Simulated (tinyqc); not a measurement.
MOSFET in the linear regime without short-channel effects, parameter extraction from computed curves: one step of the calculation.

Inversion charge Q = Cox n Vt W0(exp((Vg - VT)/(n Vt))), W0 the Lambert function and n = nf; u = Q/Cox; mobility mu = mu0/(1 + th1 u + th2 u^2); channel resistance Rch = (L - dL)/(W mu Q); Id = Vd/(Rch + Rsd/W). Cox = eps0 eox/tox. Small Vd, no channel-length or drain effects.

Problem. The Y function. Y_i = Id_i/sqrt(gm_i). For Id = beta Vd x/(1 + th x), x = Vg - VT, Y = sqrt(beta Vd) x whatever th. Slope s from points 6 and 9; VT_Y = Vg - Y/s at point 9; beta = s^2/Vd; mobility beta L/(W Cox) with the drawn L; th* = (beta Vd x/Id - 1)/x at point 9.

Inputs (values chosen for the exercise); channel values of the order met in silicon transistors:
```
symbol  value        unit                                                                 meaning
eox       3.9              relative permittivity of the gate insulator (close to silicon dioxide)
tox       4.6          nm                                                     insulator thickness
mu0       460  cm^2/(V s)                                                      low-field mobility
th2      0.03       1/V^2                                      second mobility attenuation factor
W         0.5          um                                                              gate width
L       0.098          um                                                       drawn gate length
dL      0.016          um                                             drawn less effective length
Vd       0.01           V                                                           drain voltage
```

Constants: eps0 = 8.8541878128e-14 F/cm where lengths are in cm. Results are converted to the units shown.

```
point,Vg (V),Id (uA)
0,0.38,0.0090518792
1,0.48,0.083087908
2,0.58,0.50393048
3,0.68,1.4644596
4,0.78,2.6353383
5,0.88,3.7752227
6,0.98,4.8098047
7,1.08,5.7272715
8,1.18,6.5352288
9,1.28,7.2463568
10,1.38,7.8736190
```

```
point,gm (uS)
1,2.4743930
2,6.9068585
3,10.657039
4,11.553815
5,10.872332
6,9.7602440
7,8.6271205
8,7.5954263
9,6.6919508
```

Give: Y; s; VT_Y; beta; mobility from Y; th*.

Solution.

```
point,Y (uA^0.5 V^0.5)
1,0.052821
2,0.19175
3,0.44860
4,0.77531
5,1.1449
6,1.5396
7,1.9499
8,2.3713
9,2.8012
```

s = 4.2054 uA^0.5 V^-0.5
VT_Y = 0.61391 V
beta = 1768.6 uA/V^2
mobility from Y = 461.77 cm^2/(V s)
th* = 0.93934 1/V

The mobility from Y is 16 % below mu0 L/(L - dL) = 550 cm^2/(V s), which it should reach in deep inversion when th2 = 0.

tinyqc, about 0.01 s, one thread, Intel Xeon 2.30GHz (shared host): `OMP_NUM_THREADS=1 python tinyqc.py 2210005 2210006 out.jsonl`
